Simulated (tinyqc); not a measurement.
# MOS inversion layer, Poisson-Schroedinger loop: what changes with what

Electrons confined at an insulator interface at z = 0, treated as a hard wall; parabolic valleys, Hartree approximation, no image or exchange terms. The depletion charge lies far deeper than the electrons and gives a uniform field q Nd/(eps0 eps_r); the gate balances all charge. Energies are counted from the band edge at the interface.

Parameters, values chosen for the exercise; masses and permittivity close to those of silicon (100): temperature T = 400 K; relative permittivity eps_r = 11.5; mass along z of valley set A (2 valley(s)) mz1 = 0.916 m0; in-plane density-of-states mass of set A md1 = 0.191 m0; mass along z of valley set B (4 valley(s)) mz2 = 0.191 m0; in-plane density-of-states mass of set B md2 = 0.41 m0; sheet density of electrons Ns = 3.9e11 cm^-2; sheet density of depletion charge Nd = 1.8e11 cm^-2; extra shift of set B (strain) dE = 0 eV.

Constants: q = 1.602176634e-19 C, kB = 1.380649e-23 J/K, hbar = 1.054571817e-34 J s, m0 = 9.1093837015e-31 kg, Vt = kB T/q, eps0 = 8.8541878128e-14 F/cm where lengths are in cm, hbar^2/(2 m0) = 0.0380998212 eV nm^2. Results are converted to the units shown.

Each table varies one quantity; the others keep the values above.

## Effect of the extra shift of set B (strain)

Schroedinger equation -(C/mz) psi'' + (V0 + U + dE for set B) psi = E psi, C = hbar^2/(2 m0), psi(0) = 0, on a uniform mesh of 800 nodes with a far wall at 92 nm, 8 levels a set; V0 = q Nd z/(eps0 eps_r); dU/dz = q (Ns - integral of n from 0 to z)/(eps0 eps_r), U(0) = 0; N_k = g md m0 q Vt/(pi hbar^2) ln(1 + exp((EF - E_k)/Vt)), g the number of valleys of the set, sum N_k = Ns. Triangular well: E_k = a_k (C F^2/mz)^(1/3), a_1 = 2.338107, a_2 = 4.087949, C = hbar^2/(2 m0), F in eV/nm. Fang-Howard (all electrons in the lowest level of set A): b^3 = 6 (mz1/C) q (Nd + 11 Ns/32)/(eps0 eps_r), centroid 3/b, level C b^2/(4 mz1) + (3/b) q (Nd + 11 Ns/16)/(eps0 eps_r). The centroid adds 3.9 z_av/eps_r to an oxide-equivalent thickness.

The same in every row: Fang-Howard centroid (nm) = 3.36.

Results:

| dE (eV) | A1 (meV) | B1 (meV) | EF (meV) | share of A1 (%) | share of set A (%) | centroid z_av (nm) | added oxide equivalent (nm) |
|---|---|---|---|---|---|---|---|
| -0.05 | 33.9 | 4.24 | -164 | 4.51 | 11.5 | 9.17 | 3.11 |
| -0.02 | 33.7 | 33.9 | -140 | 9.15 | 23.6 | 8.88 | 3.01 |
| 0.01 | 33.5 | 63.3 | -120 | 16.1 | 42.2 | 8.43 | 2.86 |
| 0.04 | 33.2 | 92.7 | -107 | 23.7 | 63.3 | 7.90 | 2.68 |
| 0.1 | 32.9 | 152 | -95.8 | 33.3 | 90.6 | 7.17 | 2.43 |
| 0.13 | 32.9 | 182 | -94.1 | 35.0 | 95.8 | 7.03 | 2.38 |
| 0.16 | 32.9 | 212 | -93.3 | 35.8 | 98.2 | 6.96 | 2.36 |

Estimate the missing row, dE = 0.07 eV.

Computed row:

| dE (eV) | A1 (meV) | B1 (meV) | EF (meV) | share of A1 (%) | share of set A (%) | centroid z_av (nm) | added oxide equivalent (nm) |
|---|---|---|---|---|---|---|---|
| 0.07 | 33.1 | 122 | -99.6 | 29.7 | 80.3 | 7.45 | 2.53 |

With this row back in the table: As dE goes from -0.05 to 0.16, A1 falls from 33.9 to 32.9 meV, the share of A1 rises from 4.51 to 35.8 % and the centroid falls from 9.17 to 6.96 nm. The Fang-Howard centroid is 63 % below the full one in the first row, where A1 holds 4.51 %, and 52 % below it in the last, where A1 holds 35.8 %. In every row the eighth level of a set still holds over 0.4 % of the electrons, so more levels and a farther wall would raise the centroid.

## Effect of the sheet density of electrons

Schroedinger equation -(C/mz) psi'' + (V0 + U + dE for set B) psi = E psi, C = hbar^2/(2 m0), psi(0) = 0, on a uniform mesh of 800 nodes with a far wall at 110 nm, 8 levels a set; V0 = q Nd z/(eps0 eps_r); dU/dz = q (Ns - integral of n from 0 to z)/(eps0 eps_r), U(0) = 0; N_k = g md m0 q Vt/(pi hbar^2) ln(1 + exp((EF - E_k)/Vt)), g the number of valleys of the set, sum N_k = Ns.

Result of one run:

| Ns (cm^-2) | A1 (meV) | B1 (meV) | EF (meV) | share of A1 (%) | share of set A (%) | centroid z_av (nm) | added oxide equivalent (nm) | Fang-Howard centroid (nm) |
|---|---|---|---|---|---|---|---|---|
| 9.7e11 | 52.8 | 82.0 | -62.8 | 19.5 | 39.5 | 6.69 | 2.27 | 2.85 |

What becomes of these results when the sheet density of electrons Ns is changed from 9.7e11 to 2.1e12 cm^-2, all else the same?

Result of the changed run:

| Ns (cm^-2) | A1 (meV) | B1 (meV) | EF (meV) | share of A1 (%) | share of set A (%) | centroid z_av (nm) | added oxide equivalent (nm) | Fang-Howard centroid (nm) |
|---|---|---|---|---|---|---|---|---|
| 2.1e12 | 82.1 | 124 | 7.40 | 28.4 | 45.7 | 5.01 | 1.70 | 2.36 |

The whole series:

| Ns (cm^-2) | A1 (meV) | B1 (meV) | EF (meV) | share of A1 (%) | share of set A (%) | centroid z_av (nm) | added oxide equivalent (nm) | Fang-Howard centroid (nm) |
|---|---|---|---|---|---|---|---|---|
| 1e11 | 21.3 | 35.1 | -196 | 10.1 | 32.9 | 10.5 | 3.55 | 3.81 |
| 2.1e11 | 26.3 | 42.6 | -161 | 11.5 | 33.9 | 9.62 | 3.26 | 3.61 |
| 4.5e11 | 35.8 | 56.9 | -117 | 14.3 | 35.9 | 8.32 | 2.82 | 3.29 |
| 9.7e11 | 52.8 | 82.0 | -62.8 | 19.5 | 39.5 | 6.69 | 2.27 | 2.85 |
| 2.1e12 | 82.1 | 124 | 7.40 | 28.4 | 45.7 | 5.01 | 1.70 | 2.36 |
| 4.4e12 | 128 | 189 | 95.5 | 40.7 | 54.4 | 3.61 | 1.23 | 1.92 |
| 9.4e12 | 206 | 293 | 221 | 54.5 | 64.5 | 2.53 | 0.858 | 1.52 |
| 2e13 | 334 | 462 | 412 | 64.6 | 72.0 | 1.79 | 0.608 | 1.19 |

As Ns goes from 1e11 to 2e13, A1 rises from 21.3 to 334 meV, the share of A1 rises from 10.1 to 64.6 % and the centroid falls from 10.5 to 1.79 nm. A1 goes as Ns^(0.64) between the last two rows (a triangular well in the field of that charge alone gives 2/3). EF lies more than 2 meV above A1 for Ns = 9.4e12, 2e13. The Fang-Howard centroid is 64 % below the full one in the first row, where A1 holds 10.1 %, and 34 % below it in the last, where A1 holds 64.6 %. For Ns = 1e11, 2.1e11, 4.5e11, 9.7e11, 2.1e12 the eighth level of a set still holds over 0.4 % of the electrons, so more levels and a farther wall would raise the centroid.

Numbers from tinyqc (`OMP_NUM_THREADS=1 python tinyqc.py 2160132 2160133 out.jsonl`; about 1 s on one thread of a shared Intel Xeon 2.30GHz).
